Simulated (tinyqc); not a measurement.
From results back to parameters: statistics of electrons in three, two and one dimensions. Two cases, with inputs chosen for the exercise.

Problem. A sheet with one subband has n2 = (2/lambda^2) ln(1 + exp(eta)).

One band edge at E = 0, lambda = sqrt(4 pi c/(m1 kT)) with c = hbar^2/2m0. Densities with spin: n3 = (2/lambda^3) F_1/2(eta), n2 = (2/lambda^2) F_0(eta) with F_0 = ln(1 + exp(eta)), n1 = (2/lambda) F_-1/2(eta). F_j(eta) = (1/Gamma(j + 1)) integral_0^infinity x^j dx/(1 + exp(x - eta)), which tends to exp(eta) for eta << 0.

Constants: hbar^2/2m0 = 3.80998211 eV angstrom^2; kB = 8.617333262e-05 eV/K.

Case 1.

Values chosen (out of a larger set: near those of Ge, lowest valleys alone; not measured data): m1 = 0.0811 m0 (mass of one isotropic band with spin); T = 400 K.

n2 = 2.49402e+12 1/cm^2

Case 2.

Values chosen (out of a larger set: near those of GaN, lowest valleys alone; not measured data): m1 = 0.201 m0 (mass of one isotropic band with spin); T = 390 K.

n2 = 4.95723e+11 1/cm^2

Find: n2 lambda^2/2; eta; EF above the subband edge.

Solution. eta = ln(exp(n2 lambda^2/2) - 1), with n2 in 1/angstrom^2.

Case 1.

n2 lambda^2/2 = 2.1357
eta = 2.010
EF above the subband edge = 69.28 meV

Case 2.

n2 lambda^2/2 = 0.1757
eta = -1.650
EF above the subband edge = -55.45 meV

Computed by tinyqc, one run a case: `OMP_NUM_THREADS=1 python tinyqc.py N N+1 out.jsonl` with N = 1652632, 1652728; one thread of a shared Intel(R) Xeon(R) Processor @ 2.30GHz, about 0.01 s a run at most.
